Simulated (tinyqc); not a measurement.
# Gate-all-around wire with two subbands, quantum capacitance: two studies

phi is the Fermi level above the lowest subband edge, in volts; Vg is counted from the gate voltage at which an empty wire would have phi = 0. Both directions of motion are filled (equilibrium).

Parameters, values chosen for the exercise:
- T = 300 K (temperature)
- eox = 8.96 (relative permittivity of the gate insulator (close to aluminium oxide))
- tox = 28 nm (insulator thickness)
- md = 0.24 m0 (mass along the wire)
- gv = 4 (valley degeneracy)
- E2 = 0.08 eV (second subband above the first)
- g2 = 2 (orbital degeneracy of the second subband)
- rw = 1.5 nm (radius of the wire)
- Vg = 0.94 V (gate voltage)

Constants: q = 1.602176634e-19 C, kB = 1.380649e-23 J/K, hbar = 1.054571817e-34 J s, m0 = 9.1093837015e-31 kg, Vt = kB T/q, eps0 = 8.8541878128e-14 F/cm where lengths are in cm. Results are converted to the units shown.

Each table varies one quantity; the others keep the values above.

## Effect of the gate voltage

N1 = gv sqrt(2 md m0 kB T/(pi hbar^2)); n1 = N1 F(phi/Vt), n2 = g2 N1 F((phi - E2)/Vt), n = n1 + n2, F(e) = (1/sqrt(pi)) int_0^infinity u^(-1/2) du/(1 + exp(u - e)); Cq = q dn/dphi = (q N1/Vt) [F'(phi/Vt) + g2 F'((phi - E2)/Vt)]. Cox = 2 pi eps0 eox/ln(1 + tox/rw) per length; Vg = phi + q n/Cox. 1/C_G = 1/Cox + 1/(Cq); dphi/dVg = Cox/(Cox + Cq).

The same in every row: Cox (pF/cm) = 1.673.

Effect of the gate voltage:

| Vg (V) | phi (V) | n (cm^-1) | Cq (pF/cm) | C_G (pF/cm) | dphi/dVg | share of the second band (%) |
|---|---|---|---|---|---|---|
| -0.2 | -0.2004 | 4268 | 0.02644 | 0.02603 | 0.9844 | 8.309 |
| -0.09 | -0.1057 | 1.644e5 | 1.008 | 0.6291 | 0.6241 | 8.392 |
| 0.02 | -0.06191 | 8.555e5 | 5.013 | 1.255 | 0.2503 | 8.767 |
| 0.13 | -0.04121 | 1.788e6 | 9.859 | 1.431 | 0.1451 | 9.311 |
| 0.24 | -0.02781 | 2.797e6 | 14.45 | 1.500 | 0.1038 | 9.953 |
| 0.36 | -0.01684 | 3.936e6 | 18.91 | 1.537 | 0.08130 | 10.75 |
| 0.47 | -0.008609 | 4.999e6 | 22.49 | 1.557 | 0.06926 | 11.57 |
| 0.58 | -0.001455 | 6.073e6 | 25.62 | 1.571 | 0.06130 | 12.47 |
| 0.69 | 0.004962 | 7.155e6 | 28.39 | 1.580 | 0.05567 | 13.45 |
| 0.8 | 0.01084 | 8.242e6 | 30.85 | 1.587 | 0.05145 | 14.52 |

As Vg goes from -0.2 to 0.8, Cq rises from 0.0264 to 30.9 pF/cm, C_G/Cox rises from 0.0156 to 0.949 and n rises from 4270 to 8.24e6 cm^-1. Cq is below Cox for Vg = -0.2, -0.09; there the density of states limits the response dn/dVg more than the insulator does.

## Effect of the mass along the wire

Same model as above.

The same in every row: Cox (pF/cm) = 1.673.

Result of one run:

| md (m0) | phi (V) | n (cm^-1) | Cq (pF/cm) | C_G (pF/cm) | dphi/dVg | share of the second band (%) |
|---|---|---|---|---|---|---|
| 0.28 | 0.01443 | 9.667e6 | 34.91 | 1.597 | 0.04574 | 15.26 |

What becomes of these results when the mass along the wire md is changed from 0.28 to 0.8 m0, all else the same?

Result of the changed run:

| md (m0) | phi (V) | n (cm^-1) | Cq (pF/cm) | C_G (pF/cm) | dphi/dVg | share of the second band (%) |
|---|---|---|---|---|---|---|
| 0.8 | -0.005756 | 9.877e6 | 43.35 | 1.611 | 0.03717 | 11.90 |

The whole series:

| md (m0) | phi (V) | n (cm^-1) | Cq (pF/cm) | C_G (pF/cm) | dphi/dVg | share of the second band (%) |
|---|---|---|---|---|---|---|
| 0.02 | 0.08667 | 8.912e6 | 18.81 | 1.537 | 0.08167 | 41.69 |
| 0.034 | 0.06930 | 9.094e6 | 21.84 | 1.554 | 0.07117 | 34.58 |
| 0.057 | 0.05396 | 9.254e6 | 24.34 | 1.566 | 0.06433 | 28.03 |
| 0.097 | 0.03944 | 9.405e6 | 27.20 | 1.576 | 0.05795 | 22.41 |
| 0.16 | 0.02697 | 9.536e6 | 30.55 | 1.586 | 0.05193 | 18.40 |
| 0.28 | 0.01443 | 9.667e6 | 34.91 | 1.597 | 0.04574 | 15.26 |
| 0.47 | 0.004001 | 9.776e6 | 39.15 | 1.605 | 0.04099 | 13.29 |
| 0.8 | -0.005756 | 9.877e6 | 43.35 | 1.611 | 0.03717 | 11.90 |

As md goes from 0.02 to 0.8, Cq rises from 18.8 to 43.3 pF/cm, C_G/Cox rises from 0.918 to 0.963 and n rises from 8.91e6 to 9.88e6 cm^-1. Cq exceeds Cox in every row, so the insulator is the tighter limit, though Cq still cuts C_G by up to 8.2 %.

Program tinyqc, `OMP_NUM_THREADS=1 python tinyqc.py 2200017 2200018 out.jsonl`; Intel Xeon 2.30GHz, shared host, one thread, about 0.02 s.
